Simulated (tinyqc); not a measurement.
# Surface potential of a MOS transistor: implicit equation and explicit approximations: two studies

p-type body, charge-sheet picture, depletion and inversion only, full ionisation (an idealisation for deep acceptors), Boltzmann statistics (rough once Na exp(x - xn) passes about Nc/7). In units of Vt: xg = (Vg - Vfb)/Vt, x = psi/Vt, G = gamma/sqrt(Vt), xn = (2 phiF + Vc)/Vt. The implicit equation is (xg - x)^2 = G^2 [x - 1 + exp(x - xn)] for x above about 3. Cox = eps0 eox/tox.

Parameters, values chosen for the exercise; band and dielectric values close to those of silicon:
- T = 300 K (temperature)
- Eg = 1.12 eV (band gap)
- eps_r = 11.6 (relative permittivity)
- Nc = 2.75e19 cm^-3 (conduction-band density of states at T)
- Nv = 2.64e19 cm^-3 (valence-band density of states at T)
- eox = 8.81 (relative permittivity of the gate insulator (close to aluminium oxide))
- tox = 7.7 nm (insulator thickness)
- Na = 2.5e17 cm^-3 (acceptor density)
- Vfb = -0.68 V (flat-band voltage)
- Vc = 0.5 V (channel-body voltage)
- Vg = 0.96 V (gate-body voltage)

Constants: q = 1.602176634e-19 C, kB = 1.380649e-23 J/K, Vt = kB T/q, eps0 = 8.8541878128e-14 F/cm where lengths are in cm. Results are converted to the units shown.

Each table varies one quantity; the others keep the values above.

## Accuracy of the approximations against gate voltage

ni = sqrt(Nc Nv) exp(-Eg/(2 Vt)), Eg in volts; phiF = Vt ln(Na/ni); gamma = sqrt(2 q eps0 eps_r Na)/Cox; VT = Vfb + Vt (xn + G sqrt(xn - 1)). Depletion value a = 1 + [sqrt(G^2/4 + xg - 1) - G/2]^2; inversion value b = xn + ln[(xg - xn)^2/G^2 - xn + 1] and first guess y = min(a, b) - ln(1 + exp(-|a - b|)) if a > xn + 1, else b = y = a; one second-order correction with D = exp(y - xn), p = 2 (xg - y) + G^2 (1 + D), w = (xg - y)^2 - G^2 (y - 1 + D): z = y + 2 w/(p + sqrt(p^2 - 2 (2 - G^2 D) w)), or the Newton step z = y + w/p where the root is not real. N_inv = (Cox Vt G/q) [sqrt(x - 1 + exp(x - xn)) - sqrt(x - 1)] at the root. Lambert form (Cox m Vt/q) W0[(G/(2 m sqrt(xn - 1))) exp((Vg - VT)/(m Vt))], m = 1 + G/(2 sqrt(xn - 1)). Errors under 1e-4 mV, and the linear form below VT, are printed as 0.

Results:
```
Vg (V)  psi (V)     x - xn  error of y (mV)  error of z (mV)  N_inv (cm^-2)  Cox (Vg - VT)/q (cm^-2)  Lambert form (cm^-2)
0.63     1.0267    -13.589                0                0          29025                        0                 22354
0.83     1.2028    -6.7772          3.40e-3                0       2.4306e7                        0              2.2106e7
1.03     1.3777  -0.012593             2.76         -5.45e-4      1.9563e10                1.7254e10             1.9644e10
1.23     1.4713     3.6091             19.4            -5.03      6.2127e11                1.2819e12             6.4425e11
1.63     1.5201     5.4942             10.6           -0.423      2.8063e12                3.8111e12             2.8977e12
1.83     1.5331     5.9969             8.83           -0.226      3.9793e12                5.0757e12             4.0988e12
2.03     1.5433     6.3937             7.64           -0.140      5.1716e12                6.3403e12             5.3157e12
2.23     1.5518     6.7226             6.78          -0.0947      6.3762e12                7.6049e12             6.5422e12
```

Estimate the missing row, Vg = 1.43 V.

Computed row:
```
Vg (V)  psi (V)  x - xn  error of y (mV)  error of z (mV)  N_inv (cm^-2)  Cox (Vg - VT)/q (cm^-2)  Lambert form (cm^-2)
1.43     1.5021  4.7977             13.7            -1.08      1.6688e12                2.5465e12             1.7279e12
```

With this row back in the table: psi rises from 1.03 to 1.55 V and ends 6.7 Vt above 2 phiF + Vc. Among the rows the first guess is off by at most 19 mV (at Vg = 1.23 V) and the corrected value by at most 5.0 mV. In the last row the linear form is 19 % above N_inv and the Lambert form 2.6 % above it; in the first row the Lambert form is 23 % below it. For Vg = 1.23, 1.43, 1.63, 1.83, 2.03, 2.23 the electron quasi-Fermi level lies less than 2 Vt below the band edge at the surface, or above it, where degeneracy and confinement, left out, matter.

## Effect of the insulator thickness at fixed gate voltage

Same model as above.

Effect of the insulator thickness at fixed gate voltage:
```
tox (nm)  psi (V)   x - xn  error of y (mV)  error of z (mV)  N_inv (cm^-2)  Cox (Vg - VT)/q (cm^-2)  Lambert form (cm^-2)
2.6         1.480    3.950             23.2             5.95       8.348e11                 2.824e12              9.018e11
3.5         1.458    3.091             14.9           -0.728       3.901e11                 1.562e12              4.122e11
4.8         1.421    1.678             3.96         -4.58e-3       1.024e11                 5.754e11              1.053e11
6.6         1.359  -0.7532             1.16                0        9.417e9                        0               9.370e9
9           1.271   -4.152           0.0525                0        3.264e8                        0               3.099e8
12          1.168   -8.111          1.33e-3                0        6.501e6                        0               5.659e6
17          1.017   -13.95                0                0        2.040e4                        0               1.390e4
23         0.8652   -19.84                0                0          61.21                        0                 25.74
```

As tox goes from 2.6 to 23, psi falls from 1.48 to 0.865 V, x - xn falls from 3.95 to -19.8 and N_inv falls from 8.35e11 to 61.2 cm^-2. The Lambert form lies between 0.421 and 1.08 times N_inv. For tox = 2.6, 3.5 the electron quasi-Fermi level lies less than 2 Vt below the band edge at the surface, or above it, where degeneracy and confinement, left out, matter.

Numbers from tinyqc (`OMP_NUM_THREADS=1 python tinyqc.py 2122148 2122149 out.jsonl`; about 0.01 s on one thread of a shared Intel Xeon 2.30GHz).
